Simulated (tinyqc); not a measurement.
Classical Heisenberg spin chain: exact results, Metropolis, heat-bath and over-relaxation steps, and a Monte Carlo run: one step, computed by the program tinyqc.

E = -J sum_i s_i . s_(i+1) for unit vectors s_i on an open chain; K = J/(k_B T).

Problem. Four single-spin steps. The given spins are first normalised. Spins 2 and 3 are updated in turn, with h = K (sum of the two neighbours). Heat bath: cos(theta) = 1 + ln(1 - r1 (1 - exp(-2 |h|)))/|h| about n = h/|h|, azimuth 2 pi r2 = phi in the frame a = n x z/|n x z|, b = n x a: s = n cos(theta) + sin(theta)(a cos(phi) + b sin(phi)); r1, r2 are the first two numbers of the row. Steps 2 and 4 are reflections, s -> 2 (s . h) h/|h|^2 - s, which keep the energy and use no random number.

Inputs (values chosen for the exercise, for a model chain of large moments): temperature T = 318 K.

Update: heat bath with over-relaxation.

four neighbouring spins (rows; components x, y, z):
```
         1        2        3
1   0.3670  -0.8607   0.3530
2  -0.2282  -0.9584   0.1715
3   0.4424   0.8679  -0.2260
4   0.2314   0.7494   0.6204
```

random numbers, one row a step:
```
        1       2       3
1  0.7237  0.0153  0.8694
2  0.9660  0.7230  0.8696
3  0.2629  0.3403  0.1169
4  0.8578  0.0671  0.0533
```

K = 1.240735

Give: the table «Steps» with the columns |h|, h . s before, h . s after, move, x, y, z.

Solution.

Steps:
```
spin    |h|  h . s before  h . s after        move        x        y        z
2     1.017        -0.211        0.025   heat bath   0.0482  -0.9947  -0.0910
3     0.803        -0.259       -0.259  reflection  -0.7214  -0.6231  -0.3023
2     1.894         1.804        1.597   heat bath   0.0818  -0.9014  -0.4251
3     0.495        -0.236       -0.236  reflection  -0.0263   0.9861  -0.1639
```
